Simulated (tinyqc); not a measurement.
Tunnelling through a two-layer gate stack, WKB transmission and Tsu-Esaki current: one step of the calculation.

Electrons leave the emitter at x = 0. Energies E (motion across the layers) are in eV from the emitter Fermi level; the collector Fermi level lies at -V and offers states at every E. No charge in the dielectric and no image force: F1 = V/(t1 + t2 eps1/eps2), F2 = F1 eps1/eps2; U = phi1 - F1 x in layer 1 and phi2 - F1 t1 - F2 (x - t1) in layer 2. With C = hbar^2/(2 m0), kappa = sqrt(m (U - E)/C) where U > E and 0 elsewhere; T(E) = exp(-S), S = 2 times the integral of kappa over x.

Question. WKB exponent in closed form. Each layer adds (2/F) sqrt(m/C) [G(u at its left edge) - G(u at its right edge)] to S, with u = U - E (0 where negative) and G(u) = (2/3) u^1.5. The slope follows from 1/d = -dS/dE.

Inputs (values chosen for the exercise); layer 1 close to silicon nitride, layer 2 close to hafnium oxide:
- phi1 = 2.02 eV (barrier of layer 1 above the emitter Fermi level at zero bias)
- m1 = 0.48 m0 (tunnelling mass of layer 1)
- t1 = 0.8 nm (thickness of layer 1)
- eps1 = 7.51 (relative permittivity of layer 1)
- phi2 = 1.5 eV (barrier of layer 2 at zero bias)
- m2 = 0.21 m0 (tunnelling mass of layer 2)
- t2 = 3.9 nm (thickness of layer 2)
- eps2 = 21.1 (relative permittivity of layer 2)
- V = 1 V (voltage across the dielectric)
- E = -0.17 eV (energy of the electron followed)

Constants: q = 1.602176634e-19 C, hbar = 1.054571817e-34 J s, m0 = 9.1093837015e-31 kg, hbar^2/(2 m0) = 0.0380998212 eV nm^2. Results are converted to the units shown.

Find: S; T(E); energy d over which T(E) grows by a factor e.

Answer.

S = 26.158
T(E) = 4.3628e-12
energy d over which T(E) grows by a factor e = 0.088134 eV

The midpoint rule gives S = 26.163, so its T(E) is 0.54 % below this value. The band edge stays above E through the whole stack: direct tunnelling through a trapezoid.

tinyqc, about 0.04 s, one thread, Intel Xeon 2.30GHz (shared host): `OMP_NUM_THREADS=1 python tinyqc.py 2540107 2540108 out.jsonl`
